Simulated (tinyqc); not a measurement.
## Threshold of a short bulk MOSFET: charge sharing, barrier lowering, narrow width: effect of the junction depth

n-channel device on a p-type body, depletion approximation, full ionisation. Uniform doping N = Na. Vbi from Boltzmann statistics is rough for the degenerate source. Cox = eps0 eox/tox.

ni = sqrt(Nc Nv) exp(-Eg/(2 Vt)), Eg in volts; 2 pB = 2 Vt ln(N/ni); flat band Vfb - Vt ln(N/Na); Wd = sqrt(2 eps0 eps_r (2 pB - Vbs)/(q N)); body term q N Wd/Cox; long-channel VT0 = flat band + 2 pB + body term; Vbi = Vt ln(N Nsd/ni^2); scale length l = sqrt((eps_r/eox) tox Wd). Charge sharing (trapezoid; it ignores Vds): F = (xj/L)(sqrt(1 + 2 Wd/xj) - 1), lowering = body term times F. Barrier lowering: th = exp(-L/(2 l)) + 2 exp(-L/l), lowering = th [2 (Vbi - 2 pB) + Vds], DIBL = th. Narrow width: rise = body term times xw Wd/W. VT by each model = VT0 - lowering + rise. DIBL under 0.001 mV/V is printed as 0.

Values chosen for this exercise; band and dielectric values close to those of silicon: temperature T = 300 K; band gap Eg = 1.1 eV; relative permittivity eps_r = 11.6; conduction-band density of states at T Nc = 2.83e19 cm^-3; valence-band density of states at T Nv = 2.64e19 cm^-3; relative permittivity of the gate insulator (close to silicon nitride) eox = 7.61; insulator thickness tox = 13 nm; channel doping Na = 3.2e17 cm^-3; source and drain doping Nsd = 1e20 cm^-3; flat-band voltage for the doping Na Vfb = -0.83 V; body-source voltage Vbs = -1 V; drain-source voltage Vds = 1 V; gate width W = 350 nm; shape factor of the fringing depletion at the width edges xw = 0.7854; channel length L = 210 nm.

Constants: q = 1.602176634e-19 C, kB = 1.380649e-23 J/K, Vt = kB T/q, eps0 = 8.8541878128e-14 F/cm where lengths are in cm. Results are converted to the units shown.

The same in every row: N (cm^-3) = 3.2000e17; VT0 (V) = 0.89626; L/l = 5.0705; DIBL (mV/V) = 91.799; VT, barrier lowering (V) = 0.94351.

Effect of the junction depth:
```
xj (nm),F,"VT, charge sharing (V)"
5,0.11830,0.96128
8.5,0.14662,0.93703
14,0.17706,0.91097
24,0.21324,0.87999
41,0.25093,0.84772
70,0.28788,0.81609
120,0.32166,0.78716
200,0.34845,0.76423
```

As xj goes from 5 to 200, VT0 stays at 0.896 V, DIBL stays at 91.8 mV/V, F rises from 0.118 to 0.348 and VT by barrier lowering stays at 0.944 V. The junction depth enters only the charge-sharing model.

Computed by the program tinyqc: `OMP_NUM_THREADS=1 python tinyqc.py 2002125 2002126 out.jsonl`, one thread of a shared Intel Xeon 2.30GHz, about 0.01 s for the whole run.
